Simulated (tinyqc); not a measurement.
Electroplating on a thin resistive seed layer: kinetics, Wagner number and the terminal effect across a wafer: one step, computed by the program tinyqc.

Current enters the seed at the rim. The bath is treated as a local resistance per area (no lateral flow in the liquid), two electrons per ion, molar volume 7.11 cm^3/mol, Faraday constant F = e N_A, kinematic viscosity 0.01 cm^2/s, omega = 2 pi x rpm/60; k_B T/e is in volts.

Question. Rate, limit and resistances. Growth rate = i V_m/(2 F). Levich limit i_L = 0.62 x 2 F D^(2/3) omega^(1/2) nu^(-1/6) c. Tafel overpotential eta = (k_B T/(alpha e)) ln(i/i_0); kinetic resistance k_B T/(alpha e i); bath resistance h/kappa + plate; R_s = resistivity/t; Wagner number = kinetic resistance x kappa/R.

Inputs (values chosen for the exercise, of the order of those for copper plating on a thin cobalt or ruthenium seed):

| quantity | value | unit |
|---|---|---|
| wafer radius R | 15 | cm |
| seed thickness t | 16 | nm |
| seed resistivity | 13 | microohm cm |
| bath conductivity kappa | 0.06 | S/cm |
| gap to the anode h | 9.8 | cm |
| extra resistance of a porous plate | 0 | ohm cm^2 |
| exchange current density i_0 | 0.26 | mA/cm^2 |
| cathodic transfer coefficient alpha | 0.47 | - |
| mean current density | 2.3 | mA/cm^2 |
| diffusivity of the metal ion | 6e-06 | cm^2/s |
| metal ion concentration | 0.58 | mol/L |
| rotation rate | 30 | rpm |
| temperature T | 298 | K |

Constants: e = 1.602176634e-19 C; N_A = 6.02214076e+23 1/mol; k_B = 8.617333262e-05 eV/K.

Give: growth rate; limiting current i_L; overpotential; kinetic resistance; bath resistance R_b; sheet resistance R_s; Wagner number.

Answer.

growth rate = 50.85 nm/min

limiting current i_L = 87.50 mA/cm^2

overpotential = 119.1 mV

kinetic resistance = 23.76 ohm cm^2

bath resistance R_b = 163.3 ohm cm^2

sheet resistance R_s = 8.125 ohm/square

Wagner number = 0.09502
